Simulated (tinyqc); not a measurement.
# Threshold spread from leakage statistics

Inverse problem. VT is Gaussian with standard deviation s and Ioff goes as exp(-VT/(n Vt)), so Ioff is log-normal: mean/median = exp(w^2/2) with w = s/(n Vt). Find w, s, the relative standard deviation sqrt(exp(w^2) - 1) and the share of devices that leak more than the mean, erfc(w/(2 sqrt(2)))/2.

Values chosen for this exercise: temperature T = 300 K; subthreshold factor n = 1.3.

Constants: q = 1.602176634e-19 C, kB = 1.380649e-23 J/K, Vt = kB T/q. Results are converted to the units shown.

mean/median of the off current = 2.1576489

Answer. w = sqrt(2 ln(mean/median)); the mean lies w/2 standard deviations out in ln Ioff.

w = 1.240
s = 41.68 mV
relative standard deviation = 1.912
share above the mean = 26.76 %

tinyqc, about 0.01 s, one thread, Intel Xeon 2.30GHz (shared host): `OMP_NUM_THREADS=1 python tinyqc.py 2090136 2090137 out.jsonl`
